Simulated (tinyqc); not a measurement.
# Band bending at a free surface with one surface level, surface photovoltage and Kelvin probe: two studies

n-type bulk, xi = Ec - EF = Vt ln(Nc/Nd), p0 = ni^2/Nd, ni = sqrt(Nc Nv) exp(-Eg/(2 Vt)), Eg in volts. b is the upward band bending, u = b/Vt. Space charge per area, in units of q: Qc = sign(b) sqrt((2 eps0 eps_r Vt/q) [(Nd + dn)(exp(-u) - 1) + Nd u + (p0 + dn)(exp(u) - 1)]), with dn the excess density under light (flat quasi-Fermi levels; 0 in the dark). The level holds -Ns f, f = 1/(1 + exp((xi + b - Es)/Vt)). Neutrality: Qc + Qf + (charge of the states) = 0.

Values chosen for this exercise; band and dielectric values close to those of gallium arsenide: temperature T = 300 K; band gap Eg = 1.42 eV; relative permittivity eps_r = 12.7; conduction-band density of states at T Nc = 4.49e17 cm^-3; valence-band density of states at T Nv = 8.94e18 cm^-3; electron affinity chi = 4.08 eV; donor density Nd = 4.5e16 cm^-3; fixed positive charge at the surface Qf = 4.9e10 cm^-2; work function of the probe tip pt = 5.04 eV; density of an acceptor-like surface level Ns = 7.2e12 cm^-2; its depth below the conduction edge Es = 0.65 eV.

Constants: q = 1.602176634e-19 C, kB = 1.380649e-23 J/K, Vt = kB T/q, eps0 = 8.8541878128e-14 F/cm where lengths are in cm. Results are converted to the units shown.

Each table varies one quantity; the others keep the values above.

## Photovoltage against injection

Under chopped light the surface charge keeps its dark value, so b falls to bL with Qc(bL, dn) = Qc(b, 0); the photovoltage is b - bL.

Result of one run:
```
dn (cm^-3)	bL (V)	photovoltage (mV)	share of b removed (%)
4.3e17	0.03719	611.9	94.27
```

What becomes of these results when the excess carrier density under light dn is changed from 4.3e17 to 4.3e15 cm^-3, all else the same?

Result of the changed run:
```
dn (cm^-3)	bL (V)	photovoltage (mV)	share of b removed (%)
4.3e15	0.1381	511.0	78.73
```

The whole series:
```
dn (cm^-3)	bL (V)	photovoltage (mV)	share of b removed (%)
4.4e7	0.5664	82.73	12.74
4.4e8	0.5186	130.5	20.10
4.4e9	0.4676	181.5	27.96
4.4e10	0.4147	234.4	36.11
4.4e11	0.3606	288.5	44.45
4.4e12	0.3056	343.6	52.93
4.4e13	0.2499	399.2	61.50
4.4e14	0.1938	455.3	70.14
4.3e15	0.1381	511.0	78.73
4.3e16	0.08304	566.1	87.21
4.3e17	0.03719	611.9	94.27
```

The photovoltage rises from 82.7 to 612 mV, towards the full b = 649 mV. Its steepest rise is 56.3 mV a decade (Vt ln 10 = 59.5 mV), and it reaches 94.3 % of b in the last row: even strong light does not flatten the bands fully, so a saturation reading understates b. For dn = 4.3e17 the injection is high, and a Dember voltage, left out here, adds to the signal.

## Kelvin-probe contrast of the doping

Same model as above.

Work function chi + xi + b; contact potential difference CPD = (work function of the sample) - pt. b solves the neutrality condition in the dark.

Kelvin-probe contrast of the doping:
```
Nd (cm^-3)	xi (eV)	b (V)	CPD (mV)
1.2e14	0.21269	0.55374	-193.57
2.7e14	0.19173	0.56998	-198.29
6e14	0.17108	0.58486	-204.06
1.3e15	0.15110	0.59823	-210.68
3e15	0.12948	0.61164	-218.88
6.6e15	0.10909	0.62341	-227.49
1.5e16	0.087870	0.63489	-237.24
3.3e16	0.067487	0.64523	-247.28
```

xi falls by 145 mV over the table and the CPD by 53.7 mV; b rises from 0.554 to 0.645 V. Between the first two rows the CPD follows 22.5 % of the change of xi, and between the last two 49.3 %. It is below 100 % where b rises with the doping (pinning hides it).

tinyqc, about 0.01 s, one thread, Intel Xeon 2.30GHz (shared host): `OMP_NUM_THREADS=1 python tinyqc.py 2430111 2430112 out.jsonl`
